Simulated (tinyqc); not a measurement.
# MOS structure on a p-type body, non-linear Poisson equation by Newton steps: starts and damping rules compared

One dimension, insulator interface at x = 0, acceptor density Na, uniform, net doping C = -(acceptor density). psi is counted from the intrinsic level: n = ni exp((psi - Vb)/Vt), p = ni exp(-psi/Vt); deep in the body psi_b = -Vt ln(Na/ni). The gate acts through Cox = eps0 eox/tox and has the potential psi_G = Vg - (phiM - chi - Vt ln(Nc/ni)). Boltzmann statistics, full ionisation, classical densities, no oxide or interface charge.

a_i = eps0 eps_r/h_i for the interval from node i to i + 1, with h_i = x_(i+1) - x_i in cm.

n_i = ni exp((psi_i - Vb)/Vt), p_i = ni exp(-psi_i/Vt), rho_i = p_i - n_i + C_i, g_i = (n_i + p_i)/Vt. Box widths w_i = (h_(i-1) + h_i)/2 in cm. Residual F_i = a_i (psi_(i+1) - psi_i) - a_(i-1) (psi_i - psi_(i-1)) + q rho_i w_i; Jacobian: a_(i-1) and a_i beside the diagonal, b_i = -a_(i-1) - a_i - q g_i w_i on it. Node 0 is free: w_0 = h_0/2, F_0 = a_0 (psi_1 - psi_0) + Cox (psi_G - psi_0) + q rho_0 w_0, b_0 = -a_0 - Cox - q g_0 w_0, with Cox = eps0 eox/tox, psi_G = Vg - (phiM - chi - Vt ln(Nc/ni)). The last node is fixed.

Iterations until the largest undamped |d| is below 1e-9 V (the last, tiny step is counted), with a cap of 100; "overflow" would mean that an exponential left the range of double precision. Starts:
- neutral: -Vt ln(-C_i/ni) on every node but the last, which holds psi_b.
- parabola: psi_b + U (1 - x/W)^2 for x < W and psi_b beyond, with U = Vb - 2 psi_b and W = sqrt(2 eps0 eps_r U/(q Na)).
- linear: A straight line in x from psi_G at node 0 to psi_b at the last node.

Rules for the step d, which solves the tridiagonal system a_(i-1) d_(i-1) + b_i d_i + a_i d_(i+1) = -F_i:
- full Newton steps: the full step is added.
- logarithmic damping: each component d is damped to sign(d) Vt ln(1 + |d|/Vt) before it is added.
- steps capped at 4 Vt: if the largest |d| exceeds 4 Vt, the whole step is scaled down so that it equals 4 Vt.
- halved steps: half of the step is added while the largest |d| exceeds 1.5 Vt, the full step after that.

Parameters, values chosen for the exercise; band and dielectric values those of a made-up semiconductor:
- T = 300 K (temperature)
- Eg = 0.905 eV (band gap)
- eps_r = 13.8 (relative permittivity)
- Nc = 3.07e19 cm^-3 (conduction-band density of states at T)
- Nv = 2.77e19 cm^-3 (valence-band density of states at T)
- chi = 4.01 eV (electron affinity)
- Na = 1.2e18 cm^-3 (acceptor density deep in the body)
- eox = 7.37 (relative permittivity of the gate insulator (close to silicon nitride))
- tox = 21 nm (insulator thickness)
- phiM = 4.34 eV (gate work function)
- Vb = 0.8 V (electron quasi-Fermi potential against the body)
- Vg = 3.49 V (gate voltage against the body)

Constants: q = 1.602176634e-19 C, kB = 1.380649e-23 J/K, Vt = kB T/q, eps0 = 8.8541878128e-14 F/cm where lengths are in cm. Results are converted to the units shown.

```
node  x (nm)  net doping C (cm^-3)
0          0               -1.2e18
1        0.8               -1.2e18
2        1.9               -1.2e18
3       3.43               -1.2e18
4       5.52               -1.2e18
5       8.42               -1.2e18
6       12.4               -1.2e18
7       17.9               -1.2e18
8       25.5               -1.2e18
9         36               -1.2e18
10      50.5               -1.2e18
11      70.4               -1.2e18
12      97.9               -1.2e18
```

ni = 7.29699e11 cm^-3

Iterations needed:
```
          full Newton steps  logarithmic damping  steps capped at 4 Vt  halved steps
neutral                   9                   24                    18            12
parabola                  5                    9                     5             7
linear                   98             over 100              over 100      over 100
```

The fewest iterations, 5, are needed by full Newton steps from the parabola start and steps capped at 4 Vt from the parabola start. No result within 100 iterations: logarithmic damping from the linear start; steps capped at 4 Vt from the linear start; halved steps from the linear start. Lowest count for the worst start: full Newton steps, at most 98 iterations.

Computed by the program tinyqc: `OMP_NUM_THREADS=1 python tinyqc.py 2080151 2080152 out.jsonl`, one thread of a shared Intel Xeon 2.30GHz, about 0.6 s for the whole run.
